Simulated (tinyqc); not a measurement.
# On-chip interconnect, size-dependent resistivity and RC delay: two studies

A rectangular line between two neighbours and two ground planes. Surface and grain-boundary scattering are added to the bulk resistivity as corrections; capacitances are parallel-plate values without fringing; inductance is ignored.

Parameters, values chosen for the exercise; metal values close to those of copper: bulk resistivity rho0 = 1.65 uohm cm; bulk mean free path lam = 40.1 nm; specular share of surface scattering ps = 0.5; reflection coefficient of grain boundaries Rg = 0.57; grain size over the metal width gr = 1; drawn line width wd = 99 nm; aspect ratio, height over width AR = 1.4; liner on both walls and the bottom, not conducting tl = 2 nm; space to the neighbouring lines sp = 99 nm; dielectric height to the planes above and below hd = 160 nm; relative permittivity of the dielectric ek = 2.5; Miller factor of the neighbours Mf = 1; line length Lw = 260 um; driver resistance Rd = 6400 ohm; load capacitance Cl = 2.4 fF; bulk resistivity of the second metal (close to ruthenium) rho2 = 7.69 uohm cm; mean free path of the second metal lam2 = 6.77 nm; liner of the second metal tl2 = 0.3 nm.

Constants: eps0 = 8.8541878128e-12 F/m. Results are converted to the units shown.

Each table varies one quantity; the others keep the values above.

## Delay against the space to the neighbouring lines

Metal width x = wd - 2 tl, height y = AR wd - tl; grain boundaries (Mayadas-Shatzkes): al = (lam/(gr x)) Rg/(1 - Rg), g = 1/[1 - 3 al/2 + 3 al^2 - 3 al^3 ln(1 + 1/al)] - 1; surfaces (Fuchs-Sondheimer, thick limit): s = (3/8) lam (1 - ps)(1/x + 1/y); rho = rho0 (1 + g + s); r = rho/(x y); c = eps0 ek (2 wd/hd + 2 Mf AR wd/sp). Elmore delay tE = Rd (c Lw + Cl) + r Lw (c Lw/2 + Cl); t50 is the time at which the far end of a ladder of 30 pi sections (half capacitances at both ends, Cl at the far end, a step applied through Rd) reaches half the step; line share r Lw/(Rd + r Lw); estimate 0.69 Rd (c Lw + Cl) + 0.38 r c Lw^2 + 0.69 r Lw Cl.

The same in every row: rho (uohm cm) = 3.161; r (ohm/um) = 2.436; line share of the resistance (%) = 9.005.

Delay against the space to the neighbouring lines:
```
sp (nm)  c (fF/um)  tE (ps)  t50 (ps)  estimate (ps)
50          0.1501    279.0     194.8          193.4
69          0.1163    220.0     153.6          152.5
96         0.09131    176.3     123.1          122.2
130        0.07459    147.1     102.8          102.0
180        0.06148    124.2     86.77          86.09
260        0.05099    105.9     73.98          73.39
360        0.04444    94.48     65.99          65.45
500        0.03966    86.15     60.17          59.67
```

What does the table show?

As sp goes from 50 to 500, r stays at 2.44 ohm/um, c falls from 0.150 to 0.0397 fF/um and t50 falls from 195 to 60.2 ps. t50/tE stays at 0.698, and the estimate is within 0.83 % of t50.

## Two metals against line width

Metal width x = wd - 2 tl, height y = AR wd - tl; grain boundaries (Mayadas-Shatzkes): al = (lam/(gr x)) Rg/(1 - Rg), g = 1/[1 - 3 al/2 + 3 al^2 - 3 al^3 ln(1 + 1/al)] - 1; surfaces (Fuchs-Sondheimer, thick limit): s = (3/8) lam (1 - ps)(1/x + 1/y); rho = rho0 (1 + g + s); r = rho/(x y). The second metal has rho2, lam2 and tl2 in place of rho0, lam and tl; ps, Rg, gr and AR are shared.

Result of one run:
```
wd (nm)  rho, first (uohm cm)  rho, second (uohm cm)  r, first (ohm/um)  r, second (ohm/um)  ratio second/first
45                     5.0874                 10.295             20.341              36.982              1.8181
```

What becomes of these results when the drawn line width wd is changed from 45 to 6.5 nm, all else the same?

Result of the changed run:
```
wd (nm)  rho, first (uohm cm)  rho, second (uohm cm)  r, first (ohm/um)  r, second (ohm/um)  ratio second/first
6.5                    55.244                 26.434              31123              5091.3             0.16358
```

The whole series:
```
wd (nm)  rho, first (uohm cm)  rho, second (uohm cm)  r, first (ohm/um)  r, second (ohm/um)  ratio second/first
6.5                    55.244                 26.434              31123              5091.3             0.16358
8                      35.441                 22.701             9630.8              2814.5             0.29223
10                     24.346                 19.567             3381.4              1519.4             0.44934
13                     16.889                 16.748             1158.4              754.57             0.65141
17                     12.267                 14.583             432.83              378.39             0.87422
22                     9.3604                 13.006             180.56              199.26              1.1036
30                     7.0230                 11.588             67.529              94.523              1.3997
45                     5.0874                 10.295             20.341              36.982              1.8181
70                     3.8072                 9.3721             6.0089              13.822              2.3003
120                    2.8936                 8.6767             1.5027              4.3333              2.8837
```

The resistivity of the first metal falls from 55.2 to 2.89 uohm cm and that of the second goes from 26.4 to 8.68 uohm cm as the line widens. The products rho0 lam, which set the size effect, are 66.2 and 52.1 uohm cm nm. The two resistances cross at wd = 19.6 nm: below it the second metal gives the lower line resistance. For widths well under the mean free path the thick-limit surface term is only a guide.

tinyqc, about 0.01 s, one thread, Intel Xeon 2.30GHz (shared host): `OMP_NUM_THREADS=1 python tinyqc.py 2100141 2100142 out.jsonl`
